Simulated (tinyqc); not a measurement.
A short-path metal as competitor: size effects in the resistivity of thin metal films and interconnect lines. Computed by tinyqc, a small Python program. Command: `OMP_NUM_THREADS=1 python tinyqc.py 3013864 3013865 out.jsonl size walk`. One thread of a shared host (Intel(R) Xeon(R) Processor @ 2.30GHz), about 0.01 s of CPU time with the checks.

Electrons lose their drift at surfaces (a share 1 - p of the hits) and at grain boundaries (reflection R), besides bulk scattering. The line sits in a trench with a non-conducting liner on both walls and the bottom; the spacing equals the drawn width.

Inputs (values chosen for the exercise, modelled on molybdenum): bulk resistivity rho_b = 5.27 microohm cm; bulk mean free path lambda = 11.1 nm; specularity p = 0; grain-boundary reflection R = 0.55; grain size over metal width = 2.6; aspect ratio (height over width) = 2.6; liner thickness t = 0.7 nm; competitor: rho_b relative to this metal = 2.9; competitor: lambda relative to this metal = 0.4; competitor: liner relative to t = 0.37.

Geometry: line.

Method:
- Fuchs-Sondheimer film: rho_b/rho = 1 - (3/(2 kappa))(1 - p) int_0^1 (s - s^3)(1 - exp(-kappa/s))/(1 - p exp(-kappa/s)) ds, f = rho/rho_b, kappa = thickness/lambda, 80 Gauss-Legendre points.
- Line: the excess of a film of thickness w_m and of a film of thickness h_m are added, rho/rho_b = 1 + (f(w_m) - 1) + (f(h_m) - 1), an estimate that holds best when both sides exceed lambda.
- Mayadas-Shatzkes: alpha = (lambda/D) R/(1 - R); rho_b/rho = 1 - 3 alpha/2 + 3 alpha^2 - 3 alpha^3 ln(1 + 1/alpha).
- w_m = w - 2t, h_m = (aspect ratio) w - t, D = (ratio) w_m; rho = rho_b [1 + surface excess + grain excess].
- Effective resistivity rho (aspect ratio) w^2/(w_m h_m) for the metal with its liner, for the same metal without liner, and for a competitor with its own rho_b, lambda and liner, and for that competitor with the liner t; p, R, aspect and grain ratios are the same.

Effective resistivity (microohm cm):
```
w (nm)  this metal  without liner  competitor  competitor, liner t
200          5.678          5.629      15.748               15.833
100          6.101          5.990      16.219               16.398
50           6.994          6.723      17.178               17.578
30           8.292          7.723      18.498               19.262
20          10.081          8.992      20.222               21.568
14          12.654         10.632      22.559               24.898
10          16.600         12.808      25.882               30.055
7           23.843         16.029      31.294               39.618
5           36.856         20.234      39.316               56.889
```

What follows from these numbers?

The competitor does not win at any width listed. In narrow lines rho scales as rho_b lambda/w, and the product rho_b lambda of the competitor is 1.16 times this metal's. At the narrowest width the liner costs this metal a factor 1.82. With the same liner the competitor wins nowhere in the table; at the narrowest width the thinner liner lowers it from 56.9 to 39.3. Rows with w - 2t below lambda stretch the additive estimate. Metal widths below about 5 nm are outside this semiclassical model.

Extremes, crossings and ranges named in words are read from the listed rows.
